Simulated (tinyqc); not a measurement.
Energy against coordination: Tersoff bond-order potential. Computed by tinyqc, a small Python program. Command: `OMP_NUM_THREADS=1 python tinyqc.py 3023486 3023487 out.jsonl tersoff walk`. One thread of a shared host (Intel(R) Xeon(R) Processor @ 2.30GHz), about 0.01 s of CPU time with the checks.

E = (1/2) sum_(i, j != i) [A exp(-lambda r_ij) - b_ij B exp(-mu r_ij)], b_ij = (1 + (beta zeta_ij)^n)^(-1/(2n)), zeta_ij = sum_(k != i, j) g(theta_ijk), g = 1 + c^2/d^2 - c^2/(d^2 + (h - cos theta)^2), with theta at atom i. Only nearest neighbours count (cut-off function 1 for them, 0 beyond).

Inputs (values chosen for the exercise, modelled on silicon): A = 1818.8 eV; B = 474.17 eV; lambda = 2.4799 1/angstrom; mu = 1.7322 1/angstrom; beta = 1.05e-06; n = 0.7925; c = 101800; d = 16.2; h = -0.6013.

Method. Angles seen from one bond (cos theta: count): chain -1: 1; graphitic -1/2: 2; diamond -1/3: 3; square net 0: 2, -1: 1; simple cubic 0: 4, -1: 1; bcc 1/3: 3, -1/3: 3, -1: 1; fcc 1/2: 4, 0: 2, -1/2: 4, -1: 1. With z equal bonds of order b, r = ln(lambda A/(mu b B))/(lambda - mu) and E per atom = -(z/2) b B exp(-mu r)(1 - mu/lambda).

Relaxed structures:
```
structure      z        zeta       b  r (angstrom)  E per atom (eV)  E per bond (eV)
dimer          1           0  1.0000        2.2779          -1.3822          -2.7643
chain          2  2.3905e+04  0.9674        2.3222          -2.4767          -2.4767
graphitic      3  3.0899e+03  0.9933        2.2869          -4.0556          -2.7037
diamond        4  3.2407e+04  0.9590        2.3339          -4.8118          -2.4059
square net     4  1.3256e+05  0.8869        2.4384          -3.7129          -1.8565
simple cubic   6  2.4122e+05  0.8327        2.5228          -4.5177          -1.5059
bcc            8  4.4932e+05  0.7580        2.6485          -4.4113          -1.1028
fcc           12  8.6536e+05  0.6611        2.8314          -4.2041          -0.7007
```

The lowest are diamond, simple cubic and bcc, the first two 0.294 eV apart. The bond order falls from 1 to 0.661 and the bond weakens from -2.76 to -0.70 eV, as b^(lambda/(lambda - mu)) with exponent 3.32. With the same z = 4 the square net lies 1.10 eV above diamond, from its angles alone. Caution: in bcc and other dense structures second neighbours can fall inside the usual cut-off; they are left out here.

Extremes, crossings and ranges named in words are read from the listed rows.
